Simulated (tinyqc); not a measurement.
From results back to parameters: inversion layer as a triangular well, valleys of the Si type. Two cases, with inputs chosen for the exercise.

Problem. The spacing of the two lowest levels of one ladder was computed from a hidden sheet density Ns.

The field is taken as constant, e F = 4 pi (e^2/4 pi eps0)(Nd + eta Ns)/eps, with 1e12/cm^2 = 1e-4/angstrom^2, and the oxide as a hard wall at z = 0; c = hbar^2/2m0.

Level j of a valley lies at E_j = a_j (c (e F)^2/m_z)^(1/3) above the band edge at the surface, with the Airy zeros a_j = 2.338107, 4.087949, 5.520560, 6.786708, 7.944134, 9.022651, 10.040174, 11.008524, 11.936016, 12.828777, and has <z> = 2 E_j/(3 e F).

Constants: hbar^2/2m0 = 3.80998211 eV angstrom^2; e^2/(4 pi eps0) = 14.39964547 eV angstrom.

Find: F; Ns.

Method. e F = sqrt(m_z/c) [(E_1 - E_0)/(a_1 - a_0)]^(3/2), with a_0 and a_1 the first two zeros; then Ns = (eps e F/(4 pi e^2/4 pi eps0) - Nd)/eta.

Case 1.

Values chosen (near those of Si; the results hold for these values, not for the real material): m_z = 0.2567 m0 (confinement mass); eps = 11.7 (dielectric constant); Nd = 0.78 x 1e12/cm^2 (depletion charge); eta = 0.5 (share of Ns in the effective field).

E_1 - E_0 = 102.5179 meV

Solution.

F = 0.3681 MV/cm
Ns = 3.20 x 1e12/cm^2

Case 2.

Values chosen (near those of Si; the results hold for these values, not for the real material): m_z = 0.259 m0 (confinement mass); eps = 11.9 (dielectric constant); Nd = 0.54 x 1e12/cm^2 (depletion charge); eta = 0.75 (share of Ns in the effective field).

E_1 - E_0 = 227.5379 meV

Solution.

F = 1.2226 MV/cm
Ns = 10.00 x 1e12/cm^2

Computed by tinyqc, one run a case: `OMP_NUM_THREADS=1 python tinyqc.py N N+1 out.jsonl` with N = 1282563, 1282613; one thread of a shared Intel(R) Xeon(R) Processor @ 2.30GHz, about 0.04 s a run at most.
